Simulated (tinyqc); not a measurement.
Binary melting diagram from solution models of liquid and solid: one step, computed by the program tinyqc.

x is the fraction of B. In a phase with interaction L: mu_A = G_A + R T ln(1 - x) + L x^2, mu_B = G_B + R T ln x + L (1 - x)^2. Melting: G(liquid) - G(solid) = H (1 - T/T_m) for each pure component.

Question. Temperature and melting free energies. T = T_A + u (T_B - T_A). The ideal solution has k_A = exp(dG_A/(R T)) = (1 - xs)/(1 - xl) and k_B = exp(dG_B/(R T)) = xs/xl, so xl = (1 - k_A)/(k_B - k_A).

Inputs (values chosen for the exercise, modelled on Si-Ge):
```
quantity,value,unit
melting point T_A,1687,K
melting point T_B,1211,K
heat of melting H_A,49.2,kJ/mol
heat of melting H_B,36.9,kJ/mol
"position of T, (T - T_A)/(T_B - T_A)",0.74,-
```

Diagram: complete solid solution (lens).

Constants: R = 8.314462618 J/(mol K).

Give: T; dG_A; dG_B; ideal liquidus xl; ideal solidus xs.

Answer.

T = 1334.76 K

dG_A = 10.27 kJ/mol

dG_B = -3.771 kJ/mol

ideal liquidus xl = 0.8410

ideal solidus xs = 0.5987
